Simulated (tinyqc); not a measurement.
# From absorption coefficient back to frequency f

Model: Hall factor, magnetoresistance and optical conductivity for a power-law relaxation time. Computed by tinyqc, a small Python program. Command: `OMP_NUM_THREADS=1 python tinyqc.py 3029860 3029861 out.jsonl magneto inv`. One thread of a shared host (Intel(R) Xeon(R) Processor @ 2.30GHz), about 0.02 s of CPU time with the checks.

One spherical parabolic band, tau(E) = tau_0 x^s with x = E/(k_B T). Landau quantisation is left out.

Inputs (values chosen for the exercise, with a mass close to that of holes in silicon):
```
quantity                         value  unit
effective mass m                  0.39   m_0
exponent s                         1.5     -
tau_0                              400    fs
reduced Fermi level eta             -8     -
temperature T                      350     K
background permittivity eps_inf   8.26     -
```

Constants: m_0 = 9.1093837015e-31 kg; k_B = 1.380649e-23 J/K; hbar = 1.054571817e-34 J s; e = 1.602176634e-19 C; eps_0 = 8.8541878128e-12 F/m; c = 299792458 m/s.

Method:
- <y> = int y x^(3/2) f (1 - f) dx / int x^(3/2) f (1 - f) dx, f = 1/(1 + exp(x - eta)).
- Integrals over x = E/(k_B T) use 160 Gauss-Legendre points in u = sqrt(x) from 0 to sqrt(max(eta, 0) + 45).
- n = (2 m k_B T)^(3/2)/(3 pi^2 hbar^3) int x^(3/2) f (1 - f) dx; moments in units of tau_0.
- sigma(w) = (n e^2/m) <tau/(1 - i w tau)>, w = 2 pi f; eps = eps_inf + i sigma/(eps_0 w); N = sqrt(eps); absorption coefficient 2 w Im N/c; reflectivity |(N - 1)/(N + 1)|^2; plasma frequency sqrt(n e^2/(eps_inf eps_0 m))/(2 pi).

Task: A run gave the result below. Find the frequency f, known to lie between 0.21 and 0.35 THz.

absorption coefficient = 64.7737 1/cm

Result:

Each step takes the trial c = (a f_b - b f_a)/(f_b - f_a), f being the result less the target and a, b, c the logarithms of the listed values; c replaces end b, the old b replaces a if the sign of f changed, and otherwise f_a is halved.

Scan of the range:
```
frequency f (THz)  absorption coefficient (1/cm)
0.210                                    119.819
0.229                                    101.920
0.249                                     85.427
0.271                                     71.046
0.295                                     59.290
0.321                                     49.883
0.350                                     42.111
```

False position (Illinois rule, in the logarithm of the input) inside the bracket:
```
step     end a     end b     trial  absorption coefficient (1/cm)
1     0.271000  0.295000  0.283551                        64.4569
2     0.271000  0.283551  0.282376                        65.0304
3     0.283551  0.282376  0.282902                        64.7729
4     0.282376  0.282902  0.282900                        64.7737
5     0.282376  0.282900  0.282900                        64.7737
6     0.282900  0.282900  0.282900                        64.7737
```

Absorption coefficient falls at every point of a 13-point scan of the range (every second point is shown), so one value fits; it is bracketed by 0.271 and 0.295. Answer: frequency f = 0.2829 THz.
